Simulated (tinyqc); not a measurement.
Ion-assisted plasma etching: sheath, surface coverage, synergy and aspect-ratio dependence: one step, computed by the program tinyqc.

Radicals adsorb on bare sites; ions remove covered sites with a high yield and bare sites by sputtering; a slow spontaneous reaction acts everywhere, walls included.

Task: Sheath and ion angles. Debye length lambda_D = sqrt(eps_0 T_e/(e n_s)) with n_s = 0.61 n_e, T_e in volts; Child-law sheath d = (sqrt2/3) lambda_D (2 V/T_e)^(3/4); ion energy E = V + T_e/2; angular spread = arctan(sqrt(T_i/E)).

Inputs (values chosen for the exercise, close to those used for silicon in a halogen plasma):
```
quantity                  value    unit
plasma density n_e        3e+10  1/cm^3
electron temperature T_e    3.4      eV
sheath voltage V            730       V
ion temperature T_i        0.45      eV
```

Feature: round hole.

Constants: eps_0 = 8.8541878128e-12 F/m; e = 1.602176634e-19 C.

Give: Debye length; sheath thickness; ion energy E; angular spread.

Result:

Debye length = 101.3 um

sheath thickness = 4506 um

ion energy E = 731.7 eV

angular spread = 1.421 degrees

Caution: a sheath of several millimetres is collisional at usual pressures, which lowers the ion energy and widens the angles.
